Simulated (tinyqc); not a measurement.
Inside a calculation: free-carrier optics of a doped semiconductor (Drude model with one polar phonon). Values are carried at full precision from step to step, so a last printed digit may differ when a step is redone from the rounded ones.

eps(E) = ei [1 - Ep^2/(E^2 + i E Gam)] + (es - ei) wT^2/(wT^2 - E^2 - i E gT), with Ep^2 = 8 pi c (e^2/(4 pi eps0)) N/(m ei), c = hbar^2/2m0, N in 1/angstrom^3 (1e-24 per 1/cm^3); Gam = hbar/tau, tau = mu m m0/e with m0/e = 5.685630e-12 kg/C and mu in m^2/(V s). Energies in meV.

Constants: hbar^2/2m0 = 3.80998211 eV angstrom^2; e^2/(4 pi eps0) = 14.39964547 eV angstrom; hbar = 6.58211957e-16 eV s; hbar c = 1973.269805 eV angstrom.

Inputs chosen for the exercise (mass and dielectric values near those of SiC; N and mu are free inputs; interband absorption and the rise of the mass with filling are left out; not measured data):

| symbol | value | unit | meaning |
|---|---|---|---|
| N | 2.9e+18 | 1/cm^3 | carrier density |
| m | 0.403 | m0 | conductivity mass |
| mu | 290 | cm^2/(V s) | mobility |
| ei | 6.65 |  | high-frequency dielectric constant |
| wT | 99.4 | meV | TO phonon |
| es | 9.91 |  | static dielectric constant |
| gT | 0.5 | meV | phonon damping |
| E | 24.1 | meV | photon energy |

## Plasma energy and damping

Evaluate Ep, tau, Gam, the plasma wavelength hc/Ep (hc = 1239.841984 eV nm) and the dc resistivity 1/(e N mu), e = 1.602176634e-19 C.

Ep = 38.627 meV
tau = 66.45 fs
Gam = 9.906 meV
plasma wavelength = 32.10 micrometre
rho = 0.00742 ohm cm

Ep/Gam = 3.90: the edge is smeared by scattering.

## Dielectric function at one energy

Insert the numbers.

free-carrier term = -14.6144+6.0069i
eps = -4.5008+6.0114i

## Optical constants

n + i k = sqrt(eps1 + i eps2) with k >= 0; R = ((n - 1)^2 + k^2)/((n + 1)^2 + k^2) at normal incidence from vacuum; alpha = 2 E k/(hbar c), times 1e8 for 1/cm; loss function Im(-1/eps) = eps2/(eps1^2 + eps2^2).

Convert eps at the photon energy E (in meV) into the optical constants.

n = 1.2265
k = 2.4505
R = 0.5525
alpha = 5.99e+03 1/cm

Light of this energy penetrates 1/alpha = 1.67 micrometre.

## Coupled plasmon-phonon modes

Without damping eps = 0 gives E^4 - (wL^2 + Ep^2) E^2 + Ep^2 wT^2 = 0 with wL = wT sqrt(es/ei) (Lyddane-Sachs-Teller).

wL = 121.34 meV

L-, L+ (meV): 31.09  123.49

L+ lies 2.15 meV above the larger of wL and Ep; L- lies below wT by 68.31 meV.

## Checks

- Integral of E eps2 of the free-carrier term against (pi/2) ei Ep^2 (meV^2): both 15586.

tinyqc: `OMP_NUM_THREADS=1 python tinyqc.py 1651934 1651935 out.jsonl`; about 0.01 s, one thread, shared Intel(R) Xeon(R) Processor @ 2.30GHz.
